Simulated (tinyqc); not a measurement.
Exchange splitting: exchange-split free-electron bands and tunnelling magnetoresistance.

Majority and minority bands E = c k^2/m -/+ Dx/2, c = hbar^2/2m0, so k_up = sqrt(m (EF + Dx/2)/c), k_dn = sqrt(m (EF - Dx/2)/c); n_s = k_s^3/(6 pi^2), D_s = m k_s/(4 pi^2 c).

Barrier: kappa = sqrt(mb phi/c), c = hbar^2/2m0. With a = k1/m, b = k2/m, w = kappa/mb, the transmission at normal incidence is T(k1, k2) = 4 a b w^2/[w^2 (a + b)^2 + (w^2 + a^2)(w^2 + b^2) sinh^2(kappa d)]. Parallel: G_P = T(up, up) + T(dn, dn); antiparallel: G_AP = 2 T(up, dn); TMR = (G_P - G_AP)/G_AP. Julliere: TMR = 2 P^2/(1 - P^2). Slonczewski factor: P_eff = P_k (w^2 - a_up a_dn)/(w^2 + a_up a_dn), P_k = (k_up - k_dn)/(k_up + k_dn).

Constants: hbar^2/2m0 = 3.80998211 eV angstrom^2.

Values chosen for the exercise:
- EF = 2.67 eV (Fermi energy above the mean band bottom)
- m = 0.85 m0 (mass in the electrodes)
- phi = 2.92 eV (barrier height above EF)
- mb = 0.37 m0 (mass in the barrier)
- d = 17.4 angstrom (barrier thickness)

Dx takes the listed multiples of 2 EF.

Results:

| Dx/(2 EF) | k_up | k_dn | P_k | P_eff | TMR (%) |
|---|---|---|---|---|---|
| 0.10 | 0.8095 | 0.7322 | 0.0501 | 0.0217 | 0.09 |
| 0.20 | 0.8455 | 0.6903 | 0.1010 | 0.0443 | 0.39 |
| 0.35 | 0.8967 | 0.6222 | 0.1807 | 0.0826 | 1.37 |
| 0.50 | 0.9453 | 0.5457 | 0.2679 | 0.1306 | 3.47 |
| 0.65 | 0.9914 | 0.4566 | 0.3693 | 0.1978 | 8.14 |
| 0.80 | 1.0355 | 0.3452 | 0.5000 | 0.3072 | 20.84 |
| 0.90 | 1.0639 | 0.2441 | 0.6268 | 0.4415 | 48.41 |
| 0.97 | 1.0833 | 0.1337 | 0.7803 | 0.6426 | 140.69 |

P_k rises from 0.050 to 0.780, and TMR goes from 0.09 % to 140.7 %, steadily. At Dx = 2 EF the minority band is empty (a half metal) and G_AP vanishes.

tinyqc: `OMP_NUM_THREADS=1 python tinyqc.py 1681392 1681393 out.jsonl`; about 0.01 s, one thread, shared Intel(R) Xeon(R) Processor @ 2.30GHz.
